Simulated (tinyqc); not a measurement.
Off-state leakage of single and stacked transistors: one step of the calculation.

n-channel devices of unit width. Subthreshold current I(Vg, Vs, Vd) = I0 (T/300 K)^0.5 exp[(Vg - Vs - VT(T) - gb (Vs - Vb) + dd (Vd - Vs))/(nf Vt)] (1 - exp(-(Vd - Vs)/Vt)), VT(T) = VT - cT (T - 300 K). Gate-edge tunnelling Ig (Vd/1 V) exp(ag (Vd - 1 V)), for a gate at 0 V, and band-to-band leakage Ab u exp(-Bb/u), u = Vd - Vb + 1 V, flow at a drain held at V; both are taken as independent of T. In a stack of off transistors (all gates at 0 V) the same subthreshold current passes through each.

Task. New Vx. Stack of two, Vx the node between them: I_low = I(0, 0, Vx), I_up = I(0, Vx, V), f = ln(I_up/I_low), f' = -(1 + gb + 2 dd)/(nf Vt) - 1/(Vt (exp(Vx/Vt) - 1)) - 1/(Vt (exp((V - Vx)/Vt) - 1)), Vx(new) = Vx - f/f'.

Values chosen for this exercise; values of the order met in bulk silicon logic transistors:
- T = 358 K (temperature)
- V = 0.7 V (supply voltage)
- VT = 0.33 V (threshold at 300 K, zero drain and body bias)
- cT = 0.6 mV/K (fall of the threshold with temperature)
- I0 = 0.84 uA/um (current at threshold at 300 K)
- nf = 1.37 (slope factor)
- dd = 0.07 (drain-induced lowering per volt)
- gb = 0.08 (rise of the threshold per volt of source-body bias)
- Vb = -0.6 V (body voltage)

Constants: q = 1.602176634e-19 C, kB = 1.380649e-23 J/K, Vt = kB T/q. Results are converted to the units shown.

Vx at the start = 0.04 V

Find: I_low; I_up; f; f'; Vx after iteration 1.

Result.

I_low = 0.2119 nA/um
I_up = 0.2930 nA/um
f = 0.3242
f' = -41.07 1/V
Vx after iteration 1 = 0.04789 V

Program tinyqc, `OMP_NUM_THREADS=1 python tinyqc.py 2242065 2242066 out.jsonl`; Intel Xeon 2.30GHz, shared host, one thread, about 0.04 s.
